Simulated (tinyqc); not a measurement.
Admittance spectroscopy and thermally stimulated current of one trap level in a depletion layer: one step, computed by the program tinyqc. Command: `OMP_NUM_THREADS=1 python tinyqc.py 3112394 3112395 out.jsonl admit walk`. One thread of a shared host (Intel(R) Xeon(R) Processor @ 2.30GHz), about 0.01 s of CPU time with the checks.

A Schottky junction on n-type material holds one donor-like electron trap; shallow donors are fully ionised and abrupt depletion edges are assumed.

Task: The capacitance step. With E_c - E_F = k_B T_p ln(N_c/N): lambda = sqrt(2 eps eps_0 (E_t - (E_c - E_F))/(e^2 N)); traps are empty and charged for x < x_t = w - lambda, and V_b = e (N w^2 + N_t x_t^2)/(2 eps eps_0). High frequency: C_hf = eps eps_0/w. Low frequency: C_lf = eps eps_0 (N + N_t)/(N w + N_t x_t).

Inputs (values chosen for the exercise, modelled on n-type GaAs):
```
quantity                         value    unit
dielectric constant eps           13.1       -
shallow doping N               1.2e+15  1/cm^3
trap density N_t                 1e+14  1/cm^3
trap depth E_t below the band    0.265      eV
band bending V_b                     1       V
```

E_c - E_F = k_B T_p ln(N_c/N) = 0.1011269 eV

Constants: eps_0 = 8.8541878128e-12 F/m; e = 1.602176634e-19 C.

Give: lambda; depletion width w; crossing point x_t; C_hf; C_lf; step (C_lf - C_hf)/C_hf; small-N_t estimate (N_t/N)(lambda/w).

Result:

lambda = 444.67 nm

depletion width w = 1082.9 nm

crossing point x_t = 638.22 nm

C_hf = 10.711 nF/cm^2

C_lf = 11.061 nF/cm^2

step (C_lf - C_hf)/C_hf = 0.032617

small-N_t estimate (N_t/N)(lambda/w) = 0.034219

Reading N_t/N straight from the step would give 0.0326 against the true 0.0833: the factor lambda/w must be known.
